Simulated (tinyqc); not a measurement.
Current crowding under a contact, resistor ladder against the transmission-line model: one step of the calculation.

A metal contact of length d and width W on a thin layer of the same width. The metal has no resistance, the sheet resistance under it equals Rsh, and current enters the layer at the front edge x = 0.

Question. The transmission-line result. Transfer length Lt = sqrt(rc/Rsh); front resistance Rc = (Rsh Lt/W) coth(d/Lt); end resistance Re = (Rsh Lt/W)/sinh(d/Lt). v(x) = I (Rsh Lt/W) cosh((d - x)/Lt)/sinh(d/Lt) at the cell centres x = (i - 1/2) d/n.

Parameters, values chosen for the exercise:
```
symbol   value      unit                                      meaning
Rsh        770    ohm/sq  sheet resistance of the semiconductor layer
rc      9.3e-6  ohm cm^2                 specific contact resistivity
d          3.2        um                               contact length
W          8.6        um                                contact width
n           10                                                  cells
I            5        mA                                      current
```

Give: Lt; Rc; Re; v(x).

Answer.

Lt = 1.099 um
Rc = 98.98 ohm
Re = 10.73 ohm

| cell | v(x) (mV) |
|---|---|
| 1 | 428.3 |
| 2 | 321.1 |
| 3 | 241.3 |
| 4 | 182.1 |
| 5 | 138.5 |
| 6 | 106.7 |
| 7 | 84.0 |
| 8 | 68.5 |
| 9 | 58.9 |
| 10 | 54.2 |

The ladder's Rc is 1.1 % above this value, with cells 0.29 Lt long.

Computed by the program tinyqc: `OMP_NUM_THREADS=1 python tinyqc.py 2760168 2760169 out.jsonl`, one thread of a shared Intel Xeon 2.30GHz, about 0.01 s for the whole run.
